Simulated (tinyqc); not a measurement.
Inside a calculation: donor level screened by free carriers (Yukawa potential). Values are carried at full precision from step to step, so a last printed digit may differ when a step is redone from the rounded ones.

Screening wave number: Debye ks^2 = 4 pi q n/(eps kB T); Thomas-Fermi ks^2 = 6 pi q n/(eps EF) with EF = c (3 pi^2 n/gv)^(2/3)/m, c = hbar^2/2m0; the two are joined by 1/ks^2 = sqrt(1/ks_D^4 + 1/ks_TF^4). 1e18/cm^3 = 1e-6/angstrom^3, q = e^2/(4 pi eps0).

Constants: e^2/(4 pi eps0) = 14.39964547 eV angstrom; kB = 8.617333262e-05 eV/K; hbar^2/2m0 = 3.80998211 eV angstrom^2; Ry = 13.60569312 eV; a0 (Bohr radius) = 0.5291772105 angstrom.

Values chosen for the exercise (near those of a donor in InP, with one mean mass; not measured data):
```
symbol  value   unit         meaning
m       0.078   m0           mass
eps     12.8                 dielectric constant
gv      1                    valleys
T       200     K            temperature
n       0.0039  x 1e18/cm^3  free-carrier density
```

## Units and screening length

Give Ry* = Ry m/eps^2, a* = a0 eps/m, EF, the three values of ks, and x = ks a*.

Ry* = 6.477 meV
a* = 86.84 angstrom
EF = 1.16 meV

ks: Debye, Thomas-Fermi, joined (1/angstrom): [0.00179, 0.00845, 0.00179]

x = 0.1552

EF/kB T = 0.07, so the Debye value, the smaller one, controls the screening.

## One-parameter trial function

Potential -(q/(eps r)) exp(-ks r), q = e^2/(4 pi eps0). In units Ry* = Ry m/eps^2 and a* = a0 eps/m the problem is [-Laplacian - 2 exp(-x r)/r] psi = E psi with x = ks a*.

For exp(-z r): E(z) = z^2 - 8 z^3/(2z + x)^2 in Ry*. Scan z = 0.5, 0.6, ..., 1.1, then minimise; first order gives -1 + 2x.

Scan (Ry*):
```
z    kinetic  potential        E
0.5   0.2500    -0.7493  -0.4993
0.6   0.3600    -0.9408  -0.5808
0.7   0.4900    -1.1345  -0.6445
0.8   0.6400    -1.3295  -0.6895
0.9   0.8100    -1.5255  -0.7155
1.0   1.0000    -1.7223  -0.7223
1.1   1.2100    -1.9195  -0.7095
```

best z = 0.985
E = -0.7225 Ry*
binding = 4.68 meV

First order in x would give -0.690 Ry*, a rigid shift by q ks/eps; it overstates the loss of binding by 0.033 Ry*.

## Converged levels

Converged values use 18 functions exp(-z r), z = 1.55^i, i = -11 to 6: S = 2/A^3, H = z_i z_j S - 2/(A + x)^2, A = z_i + z_j.

The 1s and 2s levels and the mean radius.

1s = -0.7225 Ry*
binding = 4.68 meV
<r> = 132.9 angstrom
second root = -0.0506 Ry*

The trial function misses by 0.0001 Ry*. Screening leaves 72 % of the bare binding, 0.27 kB T. 2s is still bound.

## Checks

- 1s at x = 0.5 against the known -0.29623 Ry*: both -0.29623.
- 1s at x = 0 against -1: both -1.00000.

tinyqc: `OMP_NUM_THREADS=1 python tinyqc.py 1252561 1252562 out.jsonl`; about 0.01 s, one thread, shared Intel(R) Xeon(R) Processor @ 2.30GHz.
